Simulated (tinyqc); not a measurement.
Plane-wave Kohn-Sham cycle with exchange-only LDA in a layered model solid, step by step. One step of it, computed by the program tinyqc.

Problem. Iteration 2: potential. V_H(G) = 4 pi rho(G)/G^2 for G != 0 (uniform background); v_x = -(3 rho/pi)^(1/3); V = V_ext + V_H + v_x; Fourier components f(G_m) = (1/N) sum_j f(x_j) exp(-i G_m x_j).

A solid whose potential varies along x alone (atomic units):
```
parameter                      value
period a                   13.700000
cross-section of the cell  30.000000
electrons per cell                 2
grid points                       16
plane waves -n..n, n               3
k points                           4
V1 in V1 cos(2 pi x/a)     -0.480000
V2 in V2 cos(4 pi x/a)     -0.230000
```

density after iteration 1 (e/bohr^3): 0.01072523  0.00883542  0.00554458  0.00380994  0.00344275  0.00341260  0.00341084  0.00340676  0.00340785  0.00340676  0.00341084  0.00341260  0.00344275  0.00380994  0.00554458  0.00883542

Give: Potentials on the grid; V(G_m), m = 0, 1, 2, ....

Solution.

Potentials on the grid (hartree):
```
x          V_ext      V_H      v_x        V
0.0000   -0.7100   0.1893  -0.2172  -0.7379
0.8562   -0.6061   0.1639  -0.2036  -0.6458
1.7125   -0.3394   0.1030  -0.1743  -0.4107
2.5688   -0.0211   0.0345  -0.1538  -0.1404
3.4250    0.2300  -0.0254  -0.1487   0.0559
4.2812    0.3463  -0.0723  -0.1483   0.1258
5.1375    0.3394  -0.1059  -0.1482   0.0853
5.9938    0.2808  -0.1260  -0.1482   0.0066
6.8500    0.2500  -0.1328  -0.1482  -0.0310
7.7062    0.2808  -0.1260  -0.1482   0.0066
8.5625    0.3394  -0.1059  -0.1482   0.0853
9.4187    0.3463  -0.0723  -0.1483   0.1258
10.2750   0.2300  -0.0254  -0.1487   0.0559
11.1312  -0.0211   0.0345  -0.1538  -0.1404
11.9875  -0.3394   0.1030  -0.1743  -0.4107
12.8438  -0.6061   0.1639  -0.2036  -0.6458
```

V(G_m), m = 0, 1, 2, ... (hartree): -0.1635  -0.1761  -0.1102  -0.0008  -0.0004  0.0001  0.0002
